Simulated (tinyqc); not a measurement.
# MOS capacitor on a p-type substrate, surface potential from the exact charge relation, step by step

tinyqc, about 0.01 s, one thread, Intel Xeon 2.30GHz (shared host): `OMP_NUM_THREADS=1 python tinyqc.py 2060051 2060052 out.jsonl` Printed values are rounded.

Uniform p-type substrate, Boltzmann statistics, full ionisation, classical densities. psi is the surface potential against the body (positive when the bands bend down) and u = psi/Vt. Traps are spread evenly over the gap and neutral at flat band, so their charge is -q Dit psi; the minority quasi-Fermi level is shifted by Vb.

Values chosen for this exercise; band and dielectric values close to those of 4H silicon carbide: temperature T = 300 K; band gap Eg = 3.29 eV; relative permittivity eps_r = 9.86; conduction-band density of states at T Nc = 1.73e19 cm^-3; valence-band density of states at T Nv = 2.54e19 cm^-3; electron affinity chi = 3.64 eV; acceptor density of the substrate N = 1.7e17 cm^-3; relative permittivity of the gate insulator (close to silicon dioxide) eox = 3.9; insulator thickness tox = 3.5 nm; gate work function phiM = 3.88 eV; fixed charge at the interface, in units of q Nf = -3.9e10 cm^-2; density of interface traps Dit = 5.7e11 cm^-2 eV^-1; reverse bias of the inversion layer against the body Vb = 0 V; gate voltage against the body Vg = 0.93 V.

Constants: q = 1.602176634e-19 C, kB = 1.380649e-23 J/K, Vt = kB T/q, eps0 = 8.8541878128e-14 F/cm where lengths are in cm. Results are converted to the units shown.

## Flat band, threshold and scales

ni = sqrt(Nc Nv) exp(-Eg/(2 Vt)), Eg in volts; phiF = Vt ln(N/ni); Cox = eps0 eox/tox; Vfb = phiM - chi - (Eg - Vt ln(Nv/N)) - q Nf/Cox; Q0 = sqrt(2 eps0 eps_r q N Vt); r = (ni/N)^2 exp(-Vb/Vt); VT = Vfb + [(2 phiF + Vb)(1 + q Dit/Cox) + sqrt(2 eps0 eps_r q N (2 phiF + Vb))/Cox].

ni = 4.86022e-9 cm^-3
phiF = 1.52053 V
Cox = 0.986609 uF/cm^2
Vfb = -2.91423 V
Q0 = 35.0634 nC/cm^2
r = 8.17362e-52
VT = 0.793776 V

## Starting value

psi = Vg - Vfb (all of the voltage in the semiconductor).

psi at the start = 3.84423 V

## Iteration 1: Newton step for the surface potential

u = psi/Vt; F^2 = exp(-u) + u - 1 + r (exp(u) - u - 1); Qs = -sign(u) Q0 F; Cs = -dQs/dpsi = (Q0/Vt) |1 - exp(-u) + r (exp(u) - 1)|/(2 F). f = Vfb + psi + (q Dit psi - Qs)/Cox - Vg, f' = 1 + (Cs + q Dit)/Cox, psi(new) = psi - f/f'.

u = 148.702
F = 5.57630e6
Qs = -1.95524e8 nC/cm^2
Cs = 3.78161e6 uF/cm^2
f = 1.98178e5 V
f' = 3.83293e6
psi after iteration 1 = 3.79253 V

This iterate lies far beyond the solution, so its charge is not a physical one.

## Iteration 2: Newton step for the surface potential

As before.

u = 146.702
F = 2.05140e6
Qs = -7.19293e7 nC/cm^2
Cs = 1.39117e6 uF/cm^2
f = 72905.8 V
f' = 1.41006e6
psi after iteration 2 = 3.74083 V

This iterate lies far beyond the solution, so its charge is not a physical one.

## Iteration 3: Newton step for the surface potential

As before.

u = 144.702
F = 7.54667e5
Qs = -2.64612e7 nC/cm^2
Cs = 5.11783e5 uF/cm^2
f = 26820.6 V
f' = 5.18730e5
psi after iteration 3 = 3.68912 V

This iterate lies far beyond the solution, so its charge is not a physical one.

## Course of the Newton iteration

Stop when the step is below 1e-10 V, or after 60 iterations.

Course of the iteration:
```
iteration  psi before the step (V)     f (V)   step (V)
1                          3.84423    1.98e5    -0.0517
2                          3.79253    7.29e4    -0.0517
3                          3.74083    2.68e4    -0.0517
4                          3.68912      9870    -0.0517
5                          3.63742      3630    -0.0517
6                          3.58571      1340    -0.0517
7                          3.53401       491    -0.0517
8                          3.48231       181    -0.0517
9                          3.43063      66.4    -0.0516
...                            ...       ...        ...
12                         3.27746      3.20    -0.0476
13                         3.22984      1.11    -0.0418
14                         3.18804     0.365    -0.0330
15                         3.15503     0.109    -0.0214
16                         3.13358    0.0234   -7.49e-3
17                         3.12609   1.74e-3   -6.52e-4
18                         3.12544   1.12e-5   -4.25e-6
19                         3.12544  4.70e-10  -1.78e-10
20                         3.12544    < 1e-7          0
```

Converged in 20 iterations. In 11 iterations the step is within 3 % of 2 Vt = 51.7 mV: there Qs grows as exp(|u|/2), and a Newton step on such an exponential moves psi by 2 Vt whatever the distance left.

## Charges, field and capacitances at the solution

converged psi = 3.12544 V

u = psi/Vt; F^2 = exp(-u) + u - 1 + r (exp(u) - u - 1); Qs = -sign(u) Q0 F; Cs = -dQs/dpsi = (Q0/Vt) |1 - exp(-u) + r (exp(u) - 1)|/(2 F). Low frequency: 1/C_LF = 1/Cox + 1/(Cs + q Dit). High frequency, in the simple estimate in which traps and minority carriers do not follow: 1/C_HF = 1/Cox + 1/Cd, Cd being Cs with r = 0 at the same psi. Minority sheet density N_inv = (Q0/(2 q)) int_0^u r (exp(t) - 1)/F(t) dt for u > 0. Oxide field |Qs - q Dit psi + q Nf|/(eps0 eox).

Qs = -423.742 nC/cm^2
N_inv = 2.49469e11 cm^-2
oxide field = 2.07179 MV/cm
Cs = 1.52354 uF/cm^2
C_LF/Cox = 0.620750
C_HF/Cox = 0.0590662

The surface is in strong inversion (borders at |psi| = 0, phiF + Vb and 2 phiF + Vb = 3.04 V). Minority carriers make up 9.43 % of Qs.
